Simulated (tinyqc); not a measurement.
Bandgap voltage reference from two bipolar transistors: one step of the calculation.

Two transistors of area 1 and N carry the same current I. Is(T) = Is (T/T0)^eta exp[(Vg0 q/kB)(1/T0 - 1/T)], VBE1 = Vt ln(I/Is(T)) + I rb, VBE2 = Vt ln(I/(N Is(T))) + I rb/N. The amplifier forces I R1(T) = VBE1 - VBE2 + Vos, with R(T) = R (1 + tc (T - T0)) for both resistors, and the output is Vref = VBE1 + I R2(T). Base currents and the Early effect are neglected.

Task. Operating point at another temperature. Vt = kB T/q; I = (Vt ln N + Vos)/(R1(T) - rb (1 - 1/N)).

Values chosen for this exercise; values of the order met in silicon bipolar transistors: reference temperature T0 = 300 K; band-gap voltage extrapolated to 0 K Vg0 = 1.177 V; temperature exponent of the saturation current eta = 3.5; saturation current of the unit transistor at T0 Is = 7e-16 A; area ratio of the second transistor N = 15; resistor across which the difference of VBE falls, at T0 R1 = 2 kohm; temperature coefficient of both resistors tc = -1200 ppm/K; offset of the amplifier Vos = 0 mV; series resistance of the unit transistor rb = 0 ohm; output resistor at T0 R2 = 17.52 kohm; temperature T = 333 K.

Constants: q = 1.602176634e-19 C, kB = 1.380649e-23 J/K. Results are converted to the units shown.

Give: Vt; I; Is(T); VBE1; I R2; Vref.

Result.

Vt = 0.02870 V
I = 40.46 uA
Is(T) = 9.187e-14 A
VBE1 = 0.5711 V
I R2 = 0.6807 V
Vref = 1.252 V

From T0 to T, VBE1 changes by -65.7 mV and I R2 by 67.5 mV, which leaves 1.72 mV in Vref.

Computed by the program tinyqc: `OMP_NUM_THREADS=1 python tinyqc.py 2062030 2062031 out.jsonl`, one thread of a shared Intel Xeon 2.30GHz, about 0.02 s for the whole run.
